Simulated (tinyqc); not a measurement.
Oxide trap near a transistor channel: two-state multiphonon kinetics, telegraph noise and bias instability. Changing the trap depth x from the interface. Computed by tinyqc, a small Python program. Command: `OMP_NUM_THREADS=1 python tinyqc.py 3010330 3010331 out.jsonl oxidetrap sweep`. One thread of a shared host (Intel(R) Xeon(R) Processor @ 2.30GHz), about 0.01 s of CPU time with the checks.

An n-channel device under positive gate bias. The trap is empty (state 1) or holds an electron (state 2); both states are parabolas of equal curvature, and the electron reservoir is taken at the Fermi level of the channel.

Inputs (values chosen for the exercise, with an insulator like SiO2 on silicon):
```
quantity,value,unit
insulator constant eps_ox,3.77,-
insulator thickness t_ox,3.5,nm
tunnel barrier phi_b,3.06,eV
tunnelling mass m_ox,0.43,m_0
trap level above E_F at zero field E_t,0.46,eV
relaxation energy E_R,1.5,eV
oxide field F,6.3,MV/cm
attempt rate k_0 at the interface,3e+12,1/s
temperature T,300,K
channel width W,390,nm
channel length L,27,nm
frequency f,20000,Hz
```

Parts treated: one trap and an ensemble.

Constants: hbar^2/(2 m_0) = 3.80998212 eV angstrom^2; k_B = 8.617333262e-05 eV/K; e = 1.602176634e-19 C; eps_0 = 8.8541878128e-12 F/m.

Method:
- kappa = sqrt(2 m_ox phi_b)/hbar = sqrt(m_ox phi_b/(hbar^2/2m_0)); attenuation length lambda = 1/(2 kappa); factor exp(-x/lambda) for a rectangular barrier.
- E_21 = E_t - e F x is the energy of state 2 over state 1; barriers E_c = (E_R + E_21)^2/(4 E_R), E_e = E_c - E_21; tau_c = exp(E_c/k_B T)/(k_0 P), tau_e = exp(E_e/k_B T)/(k_0 P), P the tunnelling factor; occupation f_2 = tau_e/(tau_c + tau_e); 1/tau_0 = 1/tau_c + 1/tau_e.
- Charge-sheet step dV = e (t_ox - x)/(eps_ox eps_0 W L); Lorentzian spectrum S(f) = 4 dV^2 tau_0^2/((tau_c + tau_e)(1 + (2 pi f tau_0)^2)); corner 1/(2 pi tau_0); variance dV^2 f_2 (1 - f_2) = dV^2 tau_0/(tau_c + tau_e).

One run for each value:
```
trap depth x from the interface (nm),capture time tau_c (s),emission time tau_e (s),threshold step dV (mV),tunnelling factor,occupation f_2
0.30,6.8526e-03,1.9198e-07,1.4586,2.9422e-02,2.8015e-05
0.61,3.8744e-03,2.0725e-04,1.3173,7.6965e-04,5.0777e-02
0.91,3.5637e-03,2.8527e-01,1.1806,2.2645e-05,9.8766e-01
1.20,5.0927e-03,4.7811e+02,1.0484,7.4934e-07,9.9999e-01
1.50,1.1589e-02,1.6281e+06,0.9116,2.2047e-08,1.0000e+00
1.80,4.1798e-02,8.7873e+09,0.7749,6.4866e-10,1.0000e+00
2.10,2.3894e-01,7.5173e+13,0.6381,1.9085e-11,1.0000e+00
2.40,2.1651e+00,1.0193e+18,0.5014,5.6150e-13,1.0000e+00
```

Describe the trends.

Over the rows, capture time tau_c (s) goes from 0.00685 through a minimum among these rows, 0.00356 at 0.910, to 2.17; emission time tau_e (s) rises from 1.92e-7 to 1.02e18 (exponent d ln y / d ln x 9.8 between the first rows and 71 between the last); threshold step dV (mV) falls from 1.46 to 0.501 (exponent d ln y / d ln x -0.14 between the first rows and -1.8 between the last).

Caution (all rows): a field 1.5 times as high comes near the usual breakdown field of such an insulator. Caution (rows 1.50, 1.80, 2.10, 2.40): the field lowers the tunnel barrier appreciably over the trap depth, so the rectangular barrier understates the rate.

Extremes, crossings and ranges named in words are read from the listed rows.
